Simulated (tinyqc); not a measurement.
Rapid thermal processing of a wafer: radiative balance, ramp and cooling, pattern effects, pyrometer error and spike budget: one step, computed by the program tinyqc. Command: `OMP_NUM_THREADS=1 python tinyqc.py 3114332 3114333 out.jsonl rtp walk`. One thread of a shared host (Intel(R) Xeon(R) Processor @ 2.30GHz), about 0.04 s of CPU time with the checks.

The wafer is opaque and uniform through its thickness unless said otherwise; temperatures in formulas are in kelvin (C + 273.15). sigma = 5.670374419e-12 W/(cm^2 K^4).

Problem. Power to hold and to ramp. Effective emissivity between parallel grey plates: eps_eff = 1/(1/eps + 1/(1 - r) - 1). Loss per area q(T) = 2 eps_eff sigma (T^4 - T_w^4) + h (T - T_w). Absorbed power during a ramp = q(T) + C d x ramp rate; thermal time constant tau = C d/(dq/dT), dq/dT = 8 eps_eff sigma T^3 + h; natural cooling rate q/(C d); front-to-back difference under one-sided heating at the end of the ramp = (absorbed power) d/(2 k).

Inputs (values chosen for the exercise, modelled on a hot silicon wafer):
```
quantity                                              value         unit
wafer thickness d                                       625   micrometre
heat capacity per volume C                             2.13   J/(cm^3 K)
thermal conductivity k                                 0.23     W/(cm K)
emissivity eps of each face                            0.65            -
reflectivity of the chamber walls r                    0.35            -
gas heat-transfer coefficient h, both faces together      4  mW/(cm^2 K)
wall temperature T_w                                    300            K
process temperature                                     652            C
ramp rate                                               150          K/s
```

Give: eps_eff; holding power q; power at the end of the ramp; dq/dT; time constant tau; natural cooling rate; front-to-back difference.

Solution.

eps_eff = 0.4815

holding power q = 6.456 W/cm^2

power at the end of the ramp = 26.43 W/cm^2

dq/dT = 21.29 mW/(cm^2 K)

time constant tau = 6.252 s

natural cooling rate = 48.50 K/s

front-to-back difference = 3.590 K

Radiation carries 61 % of the loss. The ramp needs 4.1 times the holding power.
